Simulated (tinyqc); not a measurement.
Stress in a transistor channel from embedded alloy regions, liners and fins, by half-space elasticity. From one set of inputs to another, one input at a time. Computed by tinyqc, a small Python program. Command: `OMP_NUM_THREADS=1 python tinyqc.py 3013920 3013921 out.jsonl stressor ladder`. One thread of a shared host (Intel(R) Xeon(R) Processor @ 2.30GHz), about 0.06 s of CPU time with the checks.

Plane strain in an isotropic half-space, the same constants everywhere; x along the channel from its centre, y downwards from the free surface; stress is positive in tension.

The inputs printed are set A. Inputs not listed in the table keep their values of set A, so the rows need not describe a real material.

Inputs (values chosen for the exercise, modelled on silicon): alloy fraction x = 0.25; lattice change per unit x, beta = 0.0416; Young's modulus E = 171 GPa; Poisson ratio nu = 0.28; channel length L = 20 nm; length of each stressor S = 75 nm; recess depth d = 55 nm; depth of the field point y = 5.5 nm; liner stress = -1.9 GPa; liner thickness t = 45 nm; longitudinal piezoresistance coefficient = 73.5 1e-11/Pa; vertical piezoresistance coefficient = -0.91 1e-11/Pa.

Stressor: Si(1-x)Ge(x) source and drain.

Method:
- Misfit e = beta x. A fully constrained inclusion holds the stress -p with p = E e/(1 - 2 nu); a blanket film would hold -E e/(1 - nu) in the plane.
- A line element dA of misfit at (a, c) in the half-space gives, with C = E e/(2 pi (1 - nu)), X = x - a, r1^2 = X^2 + (y - c)^2, r2^2 = X^2 + Y^2, Y = y + c: s_xx = -C dA {[X^2 - (y - c)^2]/r1^4 + 3 [X^2 - Y^2]/r2^4 + 4 y Y (Y^2 - 3 X^2)/r2^6}, s_yy = C dA {[X^2 - (y - c)^2]/r1^4 - [X^2 - Y^2]/r2^4 + 4 y Y (Y^2 - 3 X^2)/r2^6}. These are integrated over two rectangles, L/2 < |a| < L/2 + S, 0 < c < d (closed form in a, 200 Gauss-Legendre points in c).
- The liner over source and drain ends at the gate, x = -/+ L/2, and pulls there with the force per width F = (liner stress) t along the surface. A tangential line force gives s_xx = (2 F/pi) X^3/(X^2 + y^2)^2 at the distance X; two of them add at the centre, X = L/2. For L > 3.5 y the concentrated force is an upper bound.
- d mu/mu = -(pi_L s_xx + pi_z s_yy) for the embedded regions alone; the stress across the width is left out.

Each row keeps all changes above it:
```
input moved                      from    to  s_xx (MPa)  mobility change (%)  s_xx from the liner (MPa)
set A                               -     -     -1227.0                90.30                    -6416.8
Poisson ratio nu                 0.28  0.21     -1118.3                82.30                    -6416.8
channel length L (nm)              20   102     -1024.2                75.28                    -2085.8
alloy fraction x                 0.25  0.57     -2335.2               171.63                    -2085.8
depth of the field point y (nm)   5.5   1.5     -2596.6               190.85                    -2130.9
length of each stressor S (nm)     75   175     -3715.8               273.11                    -2130.9
liner thickness t (nm)             45    25     -3715.8               273.11                    -1183.8
Young's modulus E (GPa)           171   169     -3672.3               269.91                    -1183.8
```

Which inputs carry the difference?

s_xx goes from -1230 to -3670, -2.45e+03 in all. The largest single move comes from alloy fraction x (-1.31e+03). Mobility change goes from 90.3 to 270, a factor 2.99 in all. The largest single move comes from alloy fraction x (a factor 2.28), and Poisson ratio nu works against it (a factor 0.911). s_xx from the liner goes from -6420 to -1180, +5.23e+03 in all. The largest single move comes from channel length L (+4.33e+03). The single moves hold for this order of the switches; the total does not depend on the order.

Caution (rows set A, Poisson ratio nu, channel length L, alloy fraction x, depth of the field point y, length of each stressor S): the real force is spread over several liner thicknesses, so for a channel this short the concentrated force clearly overstates the stress. Caution (all rows): beyond a few hundred MPa bulk piezoresistance coefficients no longer describe an inversion layer well. Caution (rows alloy fraction x, depth of the field point y, length of each stressor S, liner thickness t, Young's modulus E): at such misfit the regions may relax by dislocations, and linear elasticity is rough.

Extremes, crossings and ranges named in words are read from the listed rows.
